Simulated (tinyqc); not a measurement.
# Worked calculation: electron mobility in a silicon inversion layer, empirical terms and Matthiessen rule

tinyqc, about 0.01 s, one thread, Intel Xeon 2.30GHz (shared host): `OMP_NUM_THREADS=1 python tinyqc.py 2510020 2510021 out.jsonl` Printed values are rounded.

Inversion layer of sheet density Ns on a uniformly doped body. The mobility terms are empirical power laws with prefactors chosen for the exercise; adding their inverses (Matthiessen) is itself an approximation.

Values chosen for this exercise; material values close to those of silicon: temperature T = 300 K; band gap Eg = 1.13 eV; relative permittivity of the semiconductor eps_r = 11.7; conduction-band density of states at T Nc = 2.85e19 cm^-3; valence-band density of states at T Nv = 2.61e19 cm^-3; body doping Nb = 7.1e16 cm^-3; reverse body bias Vsb = 0 V; weight of the inversion charge in the effective field eta = 0.5; gate capacitance Cox = 1.69 uF/cm^2; phonon-limited mobility at 1 MV/cm and 300 K Ap = 391 cm^2/(V s); roughness-limited mobility at 1 MV/cm As = 1180 cm^2/(V s); exponent of the roughness term gs = 2; Coulomb prefactor Ac = 3800 cm^2/(V s); charge at the interface Nit = 1.2e11 cm^-2; inversion density Ns = 1.8e12 cm^-2; ratio W/L WL = 1; drain voltage Vd = 0.05 V; measured linear current I = 7.2 uA.

Constants: q = 1.602176634e-19 C, kB = 1.380649e-23 J/K, Vt = kB T/q, eps0 = 8.8541878128e-14 F/cm where lengths are in cm. Results are converted to the units shown.

## Depletion charge and effective field

ni = sqrt(Nc Nv) exp(-Eg/(2 Vt)), Eg in volts; Ndep = sqrt(2 eps0 eps_r Nb (2 Vt ln(Nb/ni) + Vsb)/q); E = q (Ndep + eta Ns)/(eps0 eps_r), in MV/cm.

ni = 8.79347e9 cm^-3
Ndep = 8.68908e11 cm^-2
E = 0.273578 MV/cm

The depletion charge gives 49.1 % of the field.

## Mobility terms and their sum

With t = T/(300 K): muC = Ac (Ns/1e12 cm^-2) t/(Nb/1e17 cm^-3 + Nit/1e11 cm^-2), muP = Ap E^(-1/3) t^(-1.75), muS = As E^(-gs); 1/mu is the sum of the inverses.

terms (cm^2/(V s)): Coulomb 3581.15, phonon 602.305, roughness 15765.9
mu = 499.262 cm^2/(V s)
shares of 1/mu (%): Coulomb 13.9414, phonon 82.8919, roughness 3.16671

The phonon term limits most.

## Iteration 1: inversion density for the measured current

Ns at the start = 2.7e12 cm^-2

I = (W/L) q Ns mu Vd. E = q (Ndep + eta Ns)/(eps0 eps_r) in MV/cm. With t = T/(300 K): muC = Ac (Ns/1e12 cm^-2) t/(Nb/1e17 cm^-3 + Nit/1e11 cm^-2), muP = Ap E^(-1/3) t^(-1.75), muS = As E^(-gs); 1/mu is the sum of the inverses. Ns(new) = I/((W/L) q mu Vd).

E = 0.343175 MV/cm
mu = 481.568 cm^2/(V s)
Ns after iteration 1 = 1.86636e12 cm^-2

## Iteration 2: inversion density for the measured current

As before.

E = 0.278709 MV/cm
mu = 498.568 cm^2/(V s)
Ns after iteration 2 = 1.80272e12 cm^-2

## Course of the iteration: inversion density for the measured current

Stop when Ns changes by less than 1e5 cm^-2, or after 120 iterations.

Course of the iteration:
```
iteration  Ns (cm^-2)  |change| (cm^-2)
1          1.86636e12           8.34e11
2          1.80272e12           6.36e10
3          1.80030e12            2.42e9
4          1.80022e12            8.12e7
5          1.80022e12            2.71e6
6          1.80022e12            9.07e4
```

Converged in 6 iterations. At the end each change is about 0.033 times the one before: linear convergence.

## Split C-V extraction

```
point  Vg (V)  Cgc (uF/cm^2)      I (uA)
0         0.2     5.34445e-4  2.45768e-7
1        0.25     0.00204561  3.60039e-6
2         0.3     0.00780988  5.24740e-5
3        0.35      0.0295330  7.50095e-4
4         0.4       0.107806  0.00999227
5        0.45       0.349827    0.106221
6         0.5          0.845    0.672498
7        0.55        1.34017     2.16285
8         0.6        1.58219     4.23446
9        0.65        1.66047     6.36838
10        0.7        1.68219     8.37030
11       0.75        1.68795     10.2085
12        0.8        1.68947     11.8928
```

Q(Vg) is the trapezoid sum of Cgc from the first point (where Q is taken as 0); mu_eff = I/((W/L) Q Vd); mu_FE = (dI/dVg)/((W/L) Cox Vd) with a backward difference. Listed from point 4 on.

```
point  Q (uC/cm^2)  mu_eff (cm^2/(V s))  mu_FE (cm^2/(V s))
4       0.00467794              42.7208             2.18750
5        0.0161188              131.798             22.7761
6        0.0459894              292.457             134.030
7         0.100619              429.910             352.747
8         0.173678              487.622             490.322
9         0.254744              499.982             505.070
10        0.338311              494.829             473.827
11        0.422565              483.169             435.079
12           0.507              469.143             398.642
```

At the last point mu_FE is 15 % below mu_eff: where the mobility falls with gate voltage the slope of I understates it.
